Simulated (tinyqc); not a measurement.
Three-phonon processes in a diatomic chain: dispersion, energy and momentum conservation, and decay channels of optical phonons: one step, computed by the program tinyqc.

Cell length a, two atoms, one spring constant. x = q a/pi runs from -1 to 1; A and O are the acoustic and optical branches. Matrix elements are not computed: only conservation laws and occupation factors are followed.

Problem. Dispersion. omega^2 = k (1/m + 1/M) -/+ k sqrt((1/m + 1/M)^2 - 4 sin^2(pi x/2)/(m M)); nu = 15.6333042 THz x sqrt(omega^2) for eV/(angstrom^2 u).

Inputs (values chosen for the exercise, for a model chain): light mass m = 10.8 u; heavy mass M = 13.6 u; spring constant k = 11 eV/angstrom^2.

Constants: nu for 1 eV/(angstrom^2 u) = 15.6333042 THz.

Give: the table «Branches» with the columns nu_A (THz), nu_O (THz), for x = 0.10, 0.20, 0.35, 0.50, 0.65, 0.80, 0.90, 1.00.

Solution.

Branches:

| x | nu_A (THz) | nu_O (THz) |
|---|---|---|
| 0.10 | 2.33 | 29.80 |
| 0.20 | 4.64 | 29.52 |
| 0.35 | 8.05 | 28.78 |
| 0.50 | 11.35 | 27.65 |
| 0.65 | 14.46 | 26.15 |
| 0.80 | 17.33 | 24.35 |
| 0.90 | 18.98 | 23.08 |
| 1.00 | 19.88 | 22.31 |
